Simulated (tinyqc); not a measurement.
Strain dependence: valley-orbit splitting of a donor ground state, with strain. Computed by tinyqc, a small Python program. Command: `OMP_NUM_THREADS=1 python tinyqc.py 3000221 3000222 out.jsonl valleyorbit walk`. One thread of a shared host (Intel(R) Xeon(R) Processor @ 2.30GHz), about 0.01 s of CPU time with the checks.

The basis is the 1s envelope in each valley; energies are counted from the unstrained conduction-band edge. The strain is e_s (a a^T - 1/3) for the unit stress axis a, so valley j along n_j moves by Xi_u e_s w_j with w_j = (n_j.a)^2 - 1/3: +2/3 for [111], -2/9 for the others.

Inputs (values chosen for the exercise, modelled on donors in germanium):

| quantity | value | unit |
|---|---|---|
| single-valley binding energy E_0 | 9.54 | meV |
| central-cell shift Lambda | 0.72 | meV |
| coupling Delta_1 | 0.5 | meV |
| shear deformation potential Xi_u | 16.4 | eV |
| shear strain e_s | 0.0011 | - |

Valleys: four along <111>. Stress axis: [111].

Method:
- By symmetry: E(A1) = E_0 + Lambda + 3 Delta_1 (one state), E(T2) = E_0 + Lambda - Delta_1 (three), as binding energies.
- H_jj = -(E_0 + Lambda) + Xi_u e_s w_j; H_jk = -Delta_1 between any two valleys.
- The contact hyperfine ratio is A/A_0 = (sum_j c_j)^2/(number of valleys), c_j the valley amplitudes of the ground state; binding from the lowest valley edge.

E(A1) = 11.76 meV

Against strain:

| e_s | Xi_u e_s (w_max - w_min) (meV) | binding (meV) | gap to next level (meV) | A/A_0 |
|---|---|---|---|---|
| -0.00880 | -128.28 | 10.266 | 127.30 | 0.25591 |
| -0.00330 | -48.11 | 10.276 | 47.14 | 0.26608 |
| -0.00110 | -16.04 | 10.310 | 15.13 | 0.30120 |
| -0.00033 | -4.81 | 10.448 | 4.19 | 0.45158 |
| 0.00033 | 4.81 | 11.386 | 1.63 | 0.86328 |
| 0.00110 | 16.04 | 11.304 | 1.54 | 0.79252 |
| 0.00330 | 48.11 | 11.275 | 1.52 | 0.76511 |
| 0.00880 | 128.28 | 11.266 | 1.51 | 0.75578 |

What does the comparison show, and why?

A/A_0 falls for either sign of strain, to 0.256 and 0.756 at the ends; its limits are the shares of the valleys that end up lowest, 1/4 under compression and 3/4 under tension. Near zero strain A/A_0 changes in second order, the binding in first. The binding energy drops from 11.76 meV to 10.27 and 11.27 meV, since fewer valleys share the valley-orbit gain.

Extremes, crossings and ranges named in words are read from the listed rows.
